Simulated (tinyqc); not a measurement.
Changing the mean atomic mass M: estimate of lattice thermal conductivity from elastic moduli (Slack, Klemens and Cahill formulas). Computed by tinyqc, a small Python program. Command: `OMP_NUM_THREADS=1 python tinyqc.py 3021257 3021258 out.jsonl slack sweep`. One thread of a shared host (Intel(R) Xeon(R) Processor @ 2.30GHz), about 0.01 s of CPU time with the checks.

An isotropic solid.

Inputs (values chosen for the exercise, for a model crystal):
```
quantity                    value        unit
bulk modulus B               53.6         GPa
shear modulus G              31.3         GPa
volume per atom V            23.8  angstrom^3
atoms per primitive cell n      1           -
temperature T                 500           K
disorder parameter Gamma    0.062           -
grain size d                  300          nm
```

Grueneisen parameter: from the Poisson ratio.

Constants: u = 1.6605390666e-27 kg; hbar = 1.054571817e-34 J s; k_B = 1.380649e-23 J/K; h = 6.62607015e-34 J s.

Method:
- rho = M/V; vL = sqrt((B + 4G/3)/rho), vT = sqrt(G/rho); v_m = [(vL^-3 + 2 vT^-3)/3]^(-1/3); Poisson ratio sigma = (3B - 2G)/(6B + 2G); Theta = hbar v_m (6 pi^2/V)^(1/3)/k_B.
- Empirical rule gamma = (3/2) (1 + sigma)/(2 - 3 sigma).
- Slack, an estimate for T near or above Theta_a: kappa = A M Theta_a^3 delta n^(1/3)/(gamma^2 T) in W/(m K), with M in u, delta = V^(1/3) in angstrom, Theta_a = Theta n^(-1/3) and A = 2.43e-6/(1 - 0.514/gamma + 0.228/gamma^2).
- High-temperature forms with the classical heat capacity. Klemens: kappa/kappa_0 = arctan(u)/u, u^2 = pi^2 Theta V Gamma kappa_0/(h v_m^2). Grains: 1/kappa_poly = 1/kappa + 1/(C v_m d/3), C = 3 k_B/(n V), the acoustic branches alone.
- Cahill minimum: kappa_min = (pi/6)^(1/3) k_B V^(-2/3) sum over L, T, T of v (T/Theta_i)^2 int_0^(Theta_i/T) x^3 e^x/(e^x - 1)^2 dx, Theta_i = Theta v_i/v_m (64 Gauss-Legendre points).
- Its high-temperature limit is (1/2) (pi/6)^(1/3) k_B V^(-2/3) (vL + 2 vT).

One run for each value; columns: (1) mean atomic mass M (u); (2) kappa of the perfect crystal (W/(m K)); (3) Debye temperature Theta (K); (4) kappa_min (W/(m K)); (5) kappa with point defects (W/(m K)):
```
(1)    (2)    (3)    (4)    (5)
10   35.97  770.1  1.459  13.86
15   29.37  628.8  1.247  11.32
24   23.22  497.1  1.022   8.95
36   18.96  405.9  0.852   7.31
55   15.34  328.4  0.699   5.91
85   12.34  264.2  0.568   4.75
130   9.98  213.6  0.462   3.84
200   8.04  172.2  0.374   3.10
```

Over the rows, kappa of the perfect crystal (W/(m K)) falls from 36.0 to 8.04 (exponent d ln y / d ln x about -0.50 throughout); Debye temperature Theta (K) falls from 770 to 172 (exponent d ln y / d ln x about -0.50 throughout); kappa_min (W/(m K)) falls from 1.46 to 0.374 (exponent d ln y / d ln x -0.39 between the first rows and -0.49 between the last). The exponent of kappa of the perfect crystal stays at -0.50: M Theta^3 scales as M^(-1/2) at fixed moduli. The exponent of Debye temperature Theta stays at -0.50: velocities scale as rho^(-1/2). At fixed moduli and volume a heavier crystal has slower sound: every velocity and Theta go as M^(-1/2), and so does kappa_min once T is well above Theta.

Caution (rows 10.0, 15.0): T lies below Theta_a, where umklapp processes begin to freeze out and the Slack formula can fall short.

Extremes, crossings and ranges named in words are read from the listed rows.
